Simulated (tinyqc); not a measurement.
Isothermal kinetics: hydrogen passivation and dissociation of interface defects with a spread of activation energies. Computed by tinyqc, a small Python program. Command: `OMP_NUM_THREADS=1 python tinyqc.py 3021717 3021718 out.jsonl passivation walk`. One thread of a shared host (Intel(R) Xeon(R) Processor @ 2.30GHz), about 0.01 s of CPU time with the checks.

Active defects P react as P + H2 -> HP + H and HP -> P + H; released atomic hydrogen is removed. All defects start active. Activation energies are normally distributed, independently for the two reactions.

Inputs (values chosen for the exercise, for a model interface): mean passivation energy E_f = 1.6 eV; spread s_f = 0.064 eV; prefactor k_f0 = 2.5e-08 cm^3/s; mean dissociation energy E_d = 2.77 eV; spread s_d = 0.043 eV; prefactor k_d0 = 2.5e+13 1/s; dissolved hydrogen [H2] = 2.9e+17 cm^-3; anneal temperature T = 990 K; anneal time t = 100 s.

Ambient: hydrogen.

Constants: k_B = 8.617333262e-05 eV/K.

Method:
- a = k_f0 [H2] exp(-E_f/k_B T), b = k_d0 exp(-E_d/k_B T); the active share of one kind of site is b/(a + b) + (a/(a + b)) exp(-(a + b) t).
- Full average: z from -5 to 5 in steps of 0.125 with normalised weights exp(-z^2/2), energy = mean + spread x z, over both energies.
- Times are decades about 1/(a + b) of the mean site. The last column is the part of the change still to come; rows stop once it is below 1e-5.

dissociation rate b = 0.198035 1/s

passivation rate a = 51.9089 1/s

Against time:
```
t (s)     active share, single energy  active share, spread  unreacted part
2.00e-05                      0.99896               0.99863         0.99862
2.00e-04                      0.98967               0.98641         0.98633
2.00e-03                      0.90141               0.87708         0.87638
2.00e-02                      0.35516               0.36483         0.36121
2.00e-01                      0.00383               0.01383         0.00821
```

What follows from these numbers?

A single energy finishes within about two decades of time. With the spread the unreacted part is 0.99 at 2e-4 s and still 0.0082 at 0.2 s, where one energy leaves 3.0e-5: a width of s/k_B T = 0.75 in ln(rate) stretches the decay only mildly.
